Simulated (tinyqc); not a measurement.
Coverage along the feature as the dose grows: atomic layer deposition: Langmuir saturation, growth per cycle and coating of deep features. Computed by tinyqc, a small Python program. Command: `OMP_NUM_THREADS=1 python tinyqc.py 3026662 3026663 out.jsonl ald walk`. One thread of a shared host (Intel(R) Xeon(R) Processor @ 2.30GHz), about 0.01 s of CPU time with the checks.

Precursor A sticks only on free sites, so a long enough pulse saturates; co-reactant B then frees the sites again.

Inputs (values chosen for the exercise, modelled on aluminium oxide from trimethylaluminium and water):

| quantity | value | unit |
|---|---|---|
| precursor mass M | 72 | u |
| site density q | 4.8 | 1/nm^2 |
| sticking probability beta on free sites | 0.0066 | - |
| precursor pressure p | 8.2 | Pa |
| temperature T | 250 | C |
| pulse time t | 0.0098 | s |
| desorption energy E_d | 1.95 | eV |
| aspect ratio a | 5.6 | - |

Feature: round hole.

Constants: u = 1.6605390666e-27 kg; k_B = 1.380649e-23 J/K; k_B = 8.617333262e-05 eV/K.

Method:
- Wall flux F = p/sqrt(2 pi M k_B T); rate of filling k_a = beta F/q; desorption k_d = 1e13 exp(-E_d/(k_B T)) per second. 1/m^2 = 1e-18/nm^2.
- Temperatures in kelvin are T(C) + 273.15.
- Diffusion-limited filling (Gordon) of a round hole of diameter w: a saturation front at depth z needs dz/dt = D_K n/(z (4q/w)), with Knudsen D_K = w c/3 and F = n c/4; including the entrance and floor terms, t = (q/F)(1 + 19a/4 + 3a^2/2). Reaction-limited filling needs ln(100)/k_a at any depth, k_a = beta F/q. Flow is molecular. The front picture holds when the modulus a sqrt(beta) is well above 1.
- Depth reached by the given pulse: solve the same formula for a. Exposure = p x diffusion-limited time; 1 langmuir = 1.33322e-4 Pa s.
- Continuum model with steady gas transport: d2n/dz2 = 3 beta (1 - th) n/d_h^2 (d_h the hydraulic diameter, n = 1 at the mouth, no flux at the floor, 60 cells), d th/dt = beta F n (1 - th)/q; no desorption. Times are multiples of the larger of the Gordon time and ln(100)/k_a.

diffusion-limited time = 0.00321836 s

time to 99 % without desorption, ln(100)/k_a = 0.0300860 s

flux F = 111321 1/(nm^2 s)

modulus = 0.454946

Coverage:

| multiple | t (s) | top cell | quarter depth | half depth | three quarters | floor cell |
|---|---|---|---|---|---|---|
| 0.05 | 0.001504 | 0.205 | 0.187 | 0.173 | 0.165 | 0.163 |
| 0.10 | 0.003009 | 0.368 | 0.341 | 0.321 | 0.308 | 0.304 |
| 0.20 | 0.006017 | 0.601 | 0.571 | 0.548 | 0.534 | 0.529 |
| 0.40 | 0.012034 | 0.841 | 0.823 | 0.809 | 0.800 | 0.797 |
| 0.60 | 0.018052 | 0.937 | 0.928 | 0.922 | 0.918 | 0.916 |
| 0.80 | 0.024069 | 0.975 | 0.971 | 0.969 | 0.967 | 0.966 |
| 1.00 | 0.030086 | 0.990 | 0.989 | 0.987 | 0.987 | 0.986 |
| 1.30 | 0.039112 | 0.997 | 0.997 | 0.997 | 0.997 | 0.997 |

What does the comparison show, and why?

At a multiple of 0.2 the coverage is 0.60 at the top and 0.53 at the floor. The coverage falls gradually with depth, without a sharp front. In the last row the floor reaches 0.997. Caution: the modulus is not well above 1 or the Gordon time is under three times ln(100)/k_a, so there is no sharp front: the Gordon time is only a lower bound and the reaction time must be met as well.
